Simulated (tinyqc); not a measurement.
Implant damage, amorphisation by cascade overlap, and solid-phase epitaxial regrowth: one step, computed by the program tinyqc.

Range and width of the damage are inputs. Dynamic annealing enters only through the surviving share f.

Question. Damage energy and displacements per ion. Robinson partition: eps = E a M2/(Z1 Z2 (e^2/(4 pi eps_0)) (M1 + M2)), a = 0.8853 a_0/sqrt(Z1^(2/3) + Z2^(2/3)); k = 0.0793 Z1^(2/3) Z2^(1/2) (M1 + M2)^(3/2)/((Z1^(2/3) + Z2^(2/3))^(3/4) M1^(3/2) M2^(1/2)); damage energy T_d = E/(1 + k (eps + 0.40244 eps^(3/4) + 3.4008 eps^(1/6))); displacements nu = 0.8 T_d/(2 E_d).

Inputs (values chosen for the exercise, modelled on phosphorus ions in silicon): ion Z1 = 15; ion mass M1 = 31 u; target Z2 = 14; target mass M2 = 28.09 u; ion energy E = 31 keV; displacement energy E_d = 14 eV.

Constants: a_0 = 0.529177210903 angstrom; e^2/(4 pi eps_0) = 14.39964548 eV angstrom.

Give: reduced energy eps; k; damage energy T_d; T_d/E; displacements per ion nu.

Answer.

reduced energy eps = 0.66208

k = 0.13994

damage energy T_d = 19.642 keV

T_d/E = 0.63360

displacements per ion nu = 561.19

37 % of the energy goes to electrons.
